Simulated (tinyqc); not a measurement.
Inside a calculation. Method: coupled-perturbed Hartree-Fock on RHF in the sto-6g basis, for H4, spin multiplicity 1. One step of it, computed by the program tinyqc.

Task: Coupled step 2. U_ai = -(mu_ai + sum_bj [4 (ai|bj) - (ab|ij) - (aj|bi)] U_bj) / (e_a - e_i); alpha = -4 sum U_ai mu_ai.

U after step 1:
```
          i1        i2
a3  1.164513  0.000000
a4  0.000000  1.049848
```

dipole integrals <a|z|i> (bohr):
```
           i1         i2
a3  -1.121432   0.000000
a4   0.000000  -1.082604
```

orbital energies (hartree): MO1 -0.545848, MO2 -0.398177, MO3 0.363535, MO4 0.529491

Two-electron integrals over orbitals (pq|rs), unique and non-zero (hartree):
```
(11|11) 0.446722   (21|21) 0.178743   (22|11) 0.448679   (22|22) 0.458090
(31|31) 0.106687   (32|32) 0.091530   (33|11) 0.438010   (33|22) 0.442825
(33|33) 0.448427   (41|32) 0.089248   (41|41) 0.087047   (42|31) 0.111567
(42|42) 0.119694   (43|21) 0.178878   (43|43) 0.195541   (44|11) 0.444804
(44|22) 0.454185   (44|33) 0.456809   (44|44) 0.468849
```

Give: U after step 2; polarisability.

Result:

U after step 2:
```
       i1     i2
a3  1.179  0.000
a4  0.000  1.051
```

polarisability = 9.838 bohr^3
